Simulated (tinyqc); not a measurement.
From results back to parameters: Koster-Slater impurity in an sp3s* host.

Problem. In the Koster-Slater model a defect shifts the s level of its site by Vs and the p levels by Vp; an A1 level solves 1/Vs = G_s(E) and a T2 level 1/Vp = G_p(E), E from the top of the valence band. A defect has an A1 level at E = 0.5256 eV, one of the energies of the table, and a T2 level at 0.8760 eV.

G(E) of the host (1/eV):
```
E (eV),G_s,G_p
0.0000,-0.0837269,0.0058586
0.1752,-0.0995372,-0.0355229
0.3504,-0.1168218,-0.0629999
0.5256,-0.1362503,-0.0867208
0.7008,-0.1586619,-0.1092598
0.8760,-0.1852357,-0.1321255
1.0512,-0.2177674,-0.1566691
1.2264,-0.2592272,-0.1845276
1.4016,-0.3150855,-0.2181889
```

Find: Vs, Vp.

Solution. Read G_s and G_p at the two energies and invert them. Vs is attractive and pulls its level down from the conduction bands. Vp is attractive and pulls its level down from the conduction bands.

Vs, Vp (eV): -7.3  -7.6

Computed by tinyqc, a small Python program: `OMP_NUM_THREADS=1 python tinyqc.py 1450214 1450215 out.jsonl` (the numbers bound the seed that draws the inputs); one thread of a shared host (Intel(R) Xeon(R) Processor @ 2.30GHz), about 0.01 s for the whole set of steps.
